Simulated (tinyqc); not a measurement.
## MOSFET in the linear regime without short-channel effects, parameter extraction from computed curves: extraction methods against the temperature

Inversion charge Q = Cox n Vt W0(exp((Vg - VT)/(n Vt))), W0 the Lambert function and n = nf; u = Q/Cox; mobility mu = mu0/(1 + th1 u + th2 u^2); channel resistance Rch = (L - dL)/(W mu Q); Id = Vd/(Rch + Rsd/W). Cox = eps0 eox/tox. Small Vd, no channel-length or drain effects.

From the continuous curve Id(Vg): tangent at peak gm (V_ext = Vg - Id/gm); constant current Id = 0.1 uA W/L; peak of d2Id/dVg2; Y = Id/sqrt(gm) drawn through Vg = VT + 0.6 and VT + 0.8 V, with intercept VT_Y and slope s. Mobilities gm,max L/(W Cox Vd) and s^2 L/(W Cox Vd) with the drawn L. Last column: share of Rsd/W in the total resistance at VT + 0.8 V.

Parameters, values chosen for the exercise; channel values of the order met in silicon transistors:
- eox = 7.37 (relative permittivity of the gate insulator (close to silicon nitride))
- tox = 5.1 nm (insulator thickness)
- mu0 = 130 cm^2/(V s) (low-field mobility)
- th1 = 0.72 1/V (first mobility attenuation factor)
- th2 = 0 1/V^2 (second mobility attenuation factor)
- VT = 0.23 V (threshold voltage)
- nf = 1.1 (body factor)
- W = 0.5 um (gate width)
- L = 0.093 um (drawn gate length)
- dL = 0.019 um (drawn less effective length)
- Rsd = 200 ohm um (source plus drain resistance)
- Vd = 0.02 V (drain voltage)

Constants: q = 1.602176634e-19 C, kB = 1.380649e-23 J/K, Vt = kB T/q, eps0 = 8.8541878128e-14 F/cm where lengths are in cm. Results are converted to the units shown.

Extraction methods against the temperature:
```
T (K)	V_ext (V)	constant current (V)	second derivative (V)	VT_Y (V)	mobility from gm (cm^2/(V s))	mobility from Y (cm^2/(V s))	series share (%)
77	0.233	0.263	0.228	0.252	127	160	18.2
110	0.233	0.264	0.227	0.257	122	158	18.0
150	0.232	0.262	0.226	0.263	116	156	17.9
220	0.228	0.258	0.223	0.269	109	153	17.7
300	0.222	0.250	0.219	0.274	102	149	17.4
370	0.216	0.242	0.215	0.276	97.3	146	17.2
450	0.209	0.231	0.210	0.276	92.7	142	17.1
```

What does the comparison show?

The model has VT = 0.23 V and mu0 = 130 cm^2/(V s). Over the table the extracted thresholds move by 25 mV (tangent), 32 mV (constant current), 17 mV (second derivative), 24 mV (Y function). The mobility from gm falls from 127 to 92.7 and that from Y falls from 160 to 142 cm^2/(V s).

tinyqc, about 0.01 s, one thread, Intel Xeon 2.30GHz (shared host): `OMP_NUM_THREADS=1 python tinyqc.py 2210052 2210053 out.jsonl`
